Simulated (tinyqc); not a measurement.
Photoconductance decay in a wafer: bulk and surface recombination modes, and iron detection by pair splitting: one step, computed by the program tinyqc. Command: `OMP_NUM_THREADS=1 python tinyqc.py 3112722 3112723 out.jsonl pcd walk`. One thread of a shared host (Intel(R) Xeon(R) Processor @ 2.30GHz), about 0.01 s of CPU time with the checks.

Both faces of the wafer have the same S; injection is low and all coefficients are constant. x runs from -W/2 to W/2.

Problem. Effective lifetime. Even modes cos(a x) obey b tan b = S W/(2 D) with b = a W/2, odd modes sin(a x) obey -b cot b = S W/(2 D); each decays at the rate 1/tau_b + D a^2. tau_eff is the decay time of the first mode. The surface time is 1/(D a^2) of that mode; shortcuts for it are W/(2 S), W^2/(pi^2 D) and their sum, whose error is sum/surface time - 1.

Inputs (values chosen for the exercise, modelled on p-type silicon):
```
quantity                          value         unit
thickness W                         775   micrometre
diffusivity D                      28.1       cm^2/s
bulk lifetime tau_b without iron    100  microsecond
surface recombination velocity S    8.4         cm/s
```

Give: tau_eff; surface time; W/(2 S); W^2/(pi^2 D); error of the sum; tau_eff/tau_b.

Solution.

tau_eff = 97.89 microsecond

surface time = 4631 microsecond

W/(2 S) = 4613 microsecond

W^2/(pi^2 D) = 21.66 microsecond

error of the sum = 0.08273 %

tau_eff/tau_b = 0.9789

The surfaces are slow against diffusion, so W/(2 S) is the larger part. tau_eff is within 2.1 % of tau_b.
